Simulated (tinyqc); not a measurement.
# Saddle-point parameters from gate and bias data

Problem. In a saddle-point contact at zero temperature mu - V0 = al (Vg - Vp), riser n is centred where this equals wy (n + 1/2), its largest slope is dg/dmu = pi/(2 wx) (neighbouring modes neglected), and in bias spectroscopy neighbouring risers meet at q V = wy. Find al, Vp and wx.

gate voltages at the middle of the first and second risers (V): -0.99522613  -0.98567839
largest dg/dVg on a riser = 223.27748 1/V
bias at which two neighbouring risers meet = 1.9 mV

Solution. The bias gives wy, the gate spacing then gives al = wy/(Vg2 - Vg1), and the slope gives wx = al pi/(2 dg/dVg).

lever arm al = 0.1990 eV/V
Vp = -1.000 V
wx = 1.400 meV

Computed by the program tinyqc: `OMP_NUM_THREADS=1 python tinyqc.py 2740131 2740132 out.jsonl`, one thread of a shared Intel Xeon 2.30GHz, about 0.06 s for the whole run.
